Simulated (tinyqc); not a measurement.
## Threshold-voltage variability of a planar MOSFET, analytic estimates: effect of the gate length

Three independent sources add in quadrature: random dopants in the depleted layer, metal-gate grains of two orientations, and roughness of the two gate edges acting through the roll-off VT = VT(long) - Vr exp(-L/l). These are first-order estimates: no three-dimensional electrostatics, no percolation.

ni = sqrt(Nc Nv) exp(-Eg/(2 Vt)), Eg in volts; Cox = 3.9 eps0/ti; Wd = sqrt(4 eps0 eps_r Vt ln(Na/ni)/(q Na)); dopants: s1 = (q/Cox) sqrt(Na Wd/(3 L W)). Grains: Ng = L W/G^2 (at least 1), s2 = dW sqrt(p (1 - p)/Ng). Edges, with exponential correlation and u = W/La: the mean gate length has sL^2 = 2 De^2 (2/u)[1 - (1 - exp(-u))/u]; s3 = sL (Vr/l) exp(-L/l). s = sqrt(s1^2 + s2^2 + s3^2). l and Vr are held fixed.

Inputs (values chosen for the exercise); material values close to those of silicon:
- T = 293 K (temperature)
- Eg = 1.11 eV (band gap)
- eps_r = 11.8 (relative permittivity of the semiconductor)
- Nc = 2.65e19 cm^-3 (conduction-band density of states at T)
- Nv = 2.55e19 cm^-3 (valence-band density of states at T)
- Na = 1.4e18 cm^-3 (channel doping)
- ti = 1.9 nm (oxide-equivalent thickness in inversion)
- W = 86 nm (gate width)
- G = 10 nm (metal grain size)
- dW = 0.2 eV (work-function difference of the two grain orientations)
- p = 0.6 (share of the orientation of higher work function)
- De = 1.6 nm (rms roughness of one gate edge)
- La = 10 nm (correlation length of the roughness)
- l = 4.6 nm (decay length of the threshold roll-off)
- Vr = 2.3 V (prefactor of the roll-off)

Constants: q = 1.602176634e-19 C, kB = 1.380649e-23 J/K, Vt = kB T/q, eps0 = 8.8541878128e-14 F/cm where lengths are in cm. Results are converted to the units shown.

Effect of the gate length:

| L (nm) | s1 (mV) | s2 (mV) | s3 (mV) | s (mV) | s sqrt(L W) (mV um) |
|---|---|---|---|---|---|
| 12 | 32.44 | 30.50 | 37.77 | 58.38 | 1.876 |
| 14 | 30.03 | 28.24 | 24.45 | 47.93 | 1.663 |
| 17 | 27.25 | 25.62 | 12.74 | 39.52 | 1.511 |
| 21 | 24.52 | 23.06 | 5.338 | 34.08 | 1.448 |
| 25 | 22.47 | 21.13 | 2.237 | 30.93 | 1.434 |
| 30 | 20.52 | 19.29 | 0.7545 | 28.17 | 1.431 |
| 37 | 18.47 | 17.37 | 0.1647 | 25.36 | 1.430 |
| 44 | 16.94 | 15.93 | 0.03597 | 23.25 | 1.430 |

As L goes from 12 to 44 nm, s falls from 58.4 to 23.3 mV. The largest source is the edges in the first row and the dopants in the last. The product s sqrt(L W) falls from 1.88 to 1.43 mV um: s1 and s2 go as 1/sqrt(L W), so the change comes from s3 alone. For L = 12 to 25 nm the depletion depth exceeds L, so source and drain share much of the charge and s1 is rough.

tinyqc, about 0.02 s, one thread, Intel Xeon 2.30GHz (shared host): `OMP_NUM_THREADS=1 python tinyqc.py 2090103 2090104 out.jsonl`
